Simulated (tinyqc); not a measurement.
Standing waves and exposure in a photoresist film, step by step. Values are carried at full precision from step to step, so a last printed digit may differ when a step is redone from the rounded ones.

Normal incidence from air. Unexposed resist: N1 = n1 + i k1 with k1 = (A + B) lam/(4 pi), lam in micrometres. r01 = (1 - N1)/(1 + N1), t01 = 2/(1 + N1). Substrate Ns = ns + i ks: r12 = (N1 - Ns)/(N1 + Ns). With p = exp(2 pi i N1 d/lam), the field at depth z is E(z) = t01 [exp(2 pi i N1 z/lam) + r12 p^2 exp(-2 pi i N1 z/lam)]/(1 + r01 r12 p^2), the relative intensity I(z) = n1 |E(z)|^2 and the reflectance R = |(r01 + r12 p^2)/(1 + r01 r12 p^2)|^2.

Values chosen for the exercise (a resist on Si, indices near tabulated ones; shifted at random, so the results belong to these values and not to a real crystal): lam = 193 nm (vacuum wavelength); n1 = 1.721 (resist index); A = 0.07 1/micrometre (bleachable absorption (Dill A)); B = 0.49 1/micrometre (fixed absorption (Dill B)); d = 144 nm (resist thickness); ns = 0.886 (substrate n); ks = 2.838 (substrate k); C = 0.028 cm^2/mJ (exposure rate (Dill C)); D = 15 mJ/cm^2 (incident dose); Ld = 20 nm (diffusion length of the post-exposure bake).

## Interface coefficients

Form N1, r01, t01 and r12.

N1 = 1.72100+0.00860i
r01 = -0.2650-0.0023i
t01 = 0.7350-0.0023i
r12 = -0.3945-0.6546i
|r12|^2 = 0.5841

Next to the bottom the intensity swings by a factor ((1 + |r12|)/(1 - |r12|))^2 = 56 between antinode and node.

## Round trip and reflectance

Form p^2, the denominator and R; the period of the standing wave is lam/(2 n1).

p^2 = -0.8393-0.3829i
1 + r01 r12 p^2 = 0.9803-0.1858i
R = 0.5238
period = 56.07 nm

The film holds 2.57 periods.

## Intensity and exposure over the lowest period

Nine depths from d - period to d. Without bleaching during the exposure the share of unexposed compound is m = exp(-C D I).

Profile:
```
z (nm)      I      m
87.9    0.697  0.746
94.9    0.097  0.960
101.9   0.246  0.902
109.0   1.055  0.642
116.0   2.050  0.423
123.0   2.647  0.329
130.0   2.496  0.351
137.0   1.683  0.493
144.0   0.685  0.750
```

I runs from 0.097 to 2.647 on these points, so m runs from 0.329 to 0.960; the least exposed point listed lies 49.1 nm above the bottom.

## Smoothing by the bake

Gaussian diffusion of length Ld multiplies a cosine of period L by exp(-2 pi^2 Ld^2/L^2). Give that factor, and the Ld that leaves 10 %.

factor = 0.0812
Ld for 10 % = 19.15 nm

## Checks

- R against the transfer-matrix product: both 0.52378.
- Absorption (A + B) d times the mean of I against 1 - R - T: both 0.124.

(tinyqc, `OMP_NUM_THREADS=1 python tinyqc.py 1681339 1681340 out.jsonl`, Intel(R) Xeon(R) Processor @ 2.30GHz, 1 thread, shared host, about 0.01 s.)
